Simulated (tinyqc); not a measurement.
Fully depleted semiconductor-on-insulator film with two gates, non-linear Poisson equation by Newton steps: two steps of the calculation.

One dimension across the film, front interface at x = 0, back interface at x = ts. psi is counted from the intrinsic level, n = ni exp(psi/Vt) (source grounded), holes neglected, acceptors ionised. Gates act through Cox = eps0 eox/tox and Cbox = 3.9 eps0/tb with potentials G1 = Vg - (phiM - chi - Vt ln(Nc/ni)) and G2 = Vb - (phiB - chi - Vt ln(Nc/ni)). Classical Boltzmann densities, no interface charge, no depletion in the back plane.

Values chosen for this exercise; band and dielectric values close to those of In0.53Ga0.47As:

| symbol | value | unit | meaning |
|---|---|---|---|
| T | 250 | K | temperature |
| eox | 8.97 |  | relative permittivity of the gate insulator (close to aluminium oxide) |
| tox | 6.7 | nm | insulator thickness |
| ts | 24 | nm | film thickness |
| tb | 47 | nm | buried-oxide thickness (eps_r 3.9) |
| Na | 3.2e17 | cm^-3 | acceptor density of the film |

Constants: q = 1.602176634e-19 C, kB = 1.380649e-23 J/K, Vt = kB T/q, eps0 = 8.8541878128e-14 F/cm where lengths are in cm. Results are converted to the units shown.

Question 1. Density, residual and Jacobian diagonal. Nodes 0 to 10, h = ts/10, box widths w = h (h/2 at both ends), a = eps0 eps_r/h. F_i = a (psi_(i+1) - 2 psi_i + psi_(i-1)) - q w_i (n_i + Na); F_0 = a (psi_1 - psi_0) + Cox (G1 - psi_0) - q w_0 (n_0 + Na); F_10 = a (psi_9 - psi_10) + Cbox (G2 - psi_10) - q w_10 (n_10 + Na). Diagonal b_i = -2 a - q w_i n_i/Vt, with -a - Cox and -a - Cbox in place of -2 a at the ends.

psi after iteration 1, node 0 to 10 (V): [0.27921755, 0.27826293, 0.27733276, 0.27643216, 0.27556664, 0.27474208, 0.27396465, 0.27324071, 0.27257669, 0.27197899, 0.27145377]
ni = 2.7981493e10 cm^-3
a = 5.1280504 uF/cm^2
G1 = 1.1951958 V
G2 = -0.16480424 V

Wanted: n; residual F; diagonal b.

Answer 1.

```
node  n (cm^-3)  residual F (1e-6 C/cm^2)  diagonal b (F/cm^2)
0     1.1903e16                    1.0745           -6.3241e-6
1     1.1387e16                   -0.0126           -1.0276e-5
2     1.0906e16                   -0.0126           -1.0276e-5
3     1.0459e16                   -0.0125           -1.0275e-5
4     1.0047e16                   -0.0125           -1.0274e-5
5     9.6700e15                   -0.0124           -1.0273e-5
6     9.3273e15                   -0.0124           -1.0273e-5
7     9.0191e15                   -0.0123           -1.0272e-5
8     8.7453e15                   -0.0123           -1.0272e-5
9     8.5060e15                   -0.0123           -1.0271e-5
10    8.3011e15                   -0.0357           -5.2089e-6
```

Question 2. Electron sheet density, centroid and oxide fields. n_i = ni exp(psi_i/Vt); N_inv = sum w_i n_i with w = ts/10, halved at the ends; centroid sum w n x/N_inv; fields (G1 - psi_0)/tox and (G2 - psi_10)/tb.

converged psi, node 0 to 10 (V): [0.44885721, 0.39485314, 0.36237919, 0.33654196, 0.31438134, 0.29507677, 0.27835803, 0.26412454, 0.25233485, 0.24297027, 0.23602177]
ni = 2.7981493e10 cm^-3
G1 = 1.1951958 V
G2 = -0.16480424 V

Wanted: n; N_inv; centroid; field in the front oxide; field in the buried oxide.

Answer 2.

n, node 0 to 10 (cm^-3): [3.129e19, 2.551e18, 5.651e17, 1.703e17, 6.089e16, 2.485e16, 1.144e16, 5.907e15, 3.418e15, 2.213e15, 1.603e15]
N_inv = 4.570e12 cm^-2
centroid = 0.5956 nm
field in the front oxide = 1.114 MV/cm
field in the buried oxide = -0.08528 MV/cm

The centroid lies at 0.025 of the film, near the front interface.

tinyqc, about 0.4 s, one thread, Intel Xeon 2.30GHz (shared host): `OMP_NUM_THREADS=1 python tinyqc.py 2190017 2190018 out.jsonl`
